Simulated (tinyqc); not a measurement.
Worked calculation: plane-wave Kohn-Sham cycle with exchange-only LDA in a layered model solid. One step of it, computed by the program tinyqc.

Problem. Iteration 2: Hamiltonian at one k. H(m,m') = (k + G_m)^2/2 delta + V(G_m - G_m'), with V(-G) = V(G).

A solid whose potential varies along x alone (atomic units):
```
parameter                      value
period a                   12.800000
cross-section of the cell  34.000000
electrons per cell                 4
grid points                       16
plane waves -n..n, n               2
k points                           2
V1 in V1 cos(2 pi x/a)     -0.530000
V2 in V2 cos(4 pi x/a)     -0.050000
```

V(G_m), m = 0, 1, 2, ... (hartree): -0.206257  -0.258053  -0.024888  0.000149  0.000133

k = 0.250000 2 pi / a

Give: H.

Solution.

H (hartree), lower triangle:
```
        -2      -1      +0      +1     +2
-2   0.163
-1  -0.258  -0.138
+0  -0.025  -0.258  -0.199
+1   0.000  -0.025  -0.258  -0.018
+2   0.000   0.000  -0.025  -0.258  0.404
```
